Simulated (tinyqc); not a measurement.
Inside a calculation. Model: long-channel MOSFET, surface-potential model.

tinyqc, about 0.03 s, one thread, Intel Xeon 2.30GHz (shared host): `OMP_NUM_THREADS=1 python tinyqc.py 2360003 2360004 out.jsonl` Printed values are rounded.

n-channel transistor on a uniformly doped p-type body, gradual-channel approximation, constant mobility, Boltzmann statistics, full ionisation. Potentials are counted from the neutral body; V is the electron quasi-Fermi potential, Vsb at the source and Vsb + Vds at the drain. Charges are magnitudes per area.

Inputs (values chosen for the exercise); material values those of a made-up semiconductor: temperature T = 293 K; band gap Eg = 3.88 eV; relative permittivity of the semiconductor eps_r = 9.95; conduction-band density of states at T Nc = 2.85e18 cm^-3; valence-band density of states at T Nv = 3.5e19 cm^-3; acceptor density of the body Na = 2.2e16 cm^-3; relative permittivity of the gate insulator eox = 7.62; insulator thickness tox = 39 nm; flat-band voltage Vfb = -1.84 V; channel mobility mu = 490 cm^2/(V s); gate width W = 20 um; gate length L = 5 um; source-body reverse bias Vsb = 0 V; gate-source voltage Vgs = 2.74 V; drain-source voltage Vds = 0.05 V.

Constants: q = 1.602176634e-19 C, kB = 1.380649e-23 J/K, Vt = kB T/q, eps0 = 8.8541878128e-14 F/cm where lengths are in cm. Results are converted to the units shown.

## Body potential, insulator capacitance and body factor

ni = sqrt(Nc Nv) exp(-Eg/(2 Vt)), Eg in volts; phiF = Vt ln(Na/ni); Cox = eps0 eox/tox; gamma = sqrt(2 q eps0 eps_r Na)/Cox. VT = Vfb + 2 phiF + gamma sqrt(2 phiF + Vsb), m = 1 + gamma/(2 sqrt(2 phiF + Vsb)).

ni = 4.268513e-15 cm^-3
phiF = 1.785527 V
Cox = 0.1729972 uF/cm^2
gamma = 0.4555419 V^0.5
VT = 2.591902 V
m = 1.120531

## Iteration 1: surface potential at the source by Newton steps

psi at the start (the smaller of 2 phiF + Vsb + 4 Vt and the root without inversion charge) = 3.672050 V

With V = Vsb: G = psi - Vt + Vt e, e = exp((psi - 2 phiF - Vsb)/Vt); f = Vgs + Vsb - Vfb - psi - gamma sqrt(G); f' = -1 - gamma (1 + e)/(2 sqrt(G)); psi(new) = psi - f/f'.

G = 5.025412 V
f = -0.1132579 V
f' = -6.649313
psi after iteration 1 = 3.655017 V

## Iteration 2: surface potential at the source by Newton steps

As before.

G = 4.331972 V
f = -0.02315413 V
f' = -4.152969
psi after iteration 2 = 3.649442 V

## Course of the iteration: surface potential at the source by Newton steps

Stop when psi changes by less than 1e-10 V, or after 40 iterations.

Course of the iteration:

| iteration | psi (V) | \|change\| (V) |
|---|---|---|
| 1 | 3.655017 | 0.0170 |
| 2 | 3.649442 | 5.58e-3 |
| 3 | 3.648994 | 4.48e-4 |
| 4 | 3.648992 | 2.55e-6 |
| 5 | 3.648992 | 8.24e-11 |

Converged in 5 iterations. At the end the number of correct digits about doubles with each step.

## Charges and current of the charge-sheet model

psi_0 = 3.648992 V
psi_L = 3.679387 V

psi_0 and psi_L solve Vgs + Vsb - Vfb - psi = gamma sqrt(G) at V = Vsb and Vsb + Vds. Qi = Cox gamma [sqrt(G) - sqrt(psi - Vt)], G = psi - Vt + Vt exp((psi - 2 phiF - V)/Vt), at both ends. With U = Vgs + Vsb - Vfb: drift = mu (W/L) Cox [U (psi_L - psi_0) - (psi_L^2 - psi_0^2)/2 - (2/3) gamma ((psi_L - Vt)^1.5 - (psi_0 - Vt)^1.5)]; diffusion = mu (W/L) Vt (Qi0 - QiL).

Qi0 = 11.04291 nC/cm^2
QiL = 5.156801 nC/cm^2
drift current = 0.4825310 uA
diffusion current = 0.2912898 uA
drain current = 0.7738207 uA

Drift carries 62.4 % of the current.

## Inversion charge along the channel

| point | V (V) |
|---|---|
| 0 | 0 |
| 1 | 0.00625 |
| 2 | 0.0125 |
| 3 | 0.01875 |
| 4 | 0.025 |
| 5 | 0.03125 |
| 6 | 0.0375 |
| 7 | 0.04375 |
| 8 | 0.05 |

The surface potential psi at channel potential V solves Vgs + Vsb - Vfb - psi = gamma sqrt(G), G = psi - Vt + Vt exp((psi - 2 phiF - V)/Vt). Charge sheet: Qi = Cox gamma [sqrt(G) - sqrt(psi - Vt)]. Pao-Sah: Qi = (Cox gamma/2) integral from 3 Vt to psi of exp((u - 2 phiF - V)/Vt)/sqrt(G(u, V)) du.

| point | psi (V) | Qi, charge sheet (nC/cm^2) | Qi, Pao-Sah (nC/cm^2) |
|---|---|---|---|
| 0 | 3.648992 | 11.04291 | 11.08110 |
| 1 | 3.653236 | 10.22085 | 10.25619 |
| 2 | 3.657373 | 9.419538 | 9.452120 |
| 3 | 3.661394 | 8.640766 | 8.670659 |
| 4 | 3.665289 | 7.886450 | 7.913737 |
| 5 | 3.669048 | 7.158652 | 7.183425 |
| 6 | 3.672658 | 6.459568 | 6.481925 |
| 7 | 3.676108 | 5.791498 | 5.811545 |
| 8 | 3.679387 | 5.156801 | 5.174653 |

At the source the charge-sheet charge is 0.34 % below the Pao-Sah one.

## Pao-Sah current by Simpson's rule

I = mu (W/L) integral of Qi dV; Simpson's rule on the 9 points, step Vds/8, weights 1, 4, 2, ..., 4, 1 times step/3.

Pao-Sah current = 0.7825243 uA

Gauss-Legendre quadrature on many points gives 0.7825 uA, so this value is within 0.01 % of it; the charge-sheet current, 0.7738 uA, is 1.1 % below it.
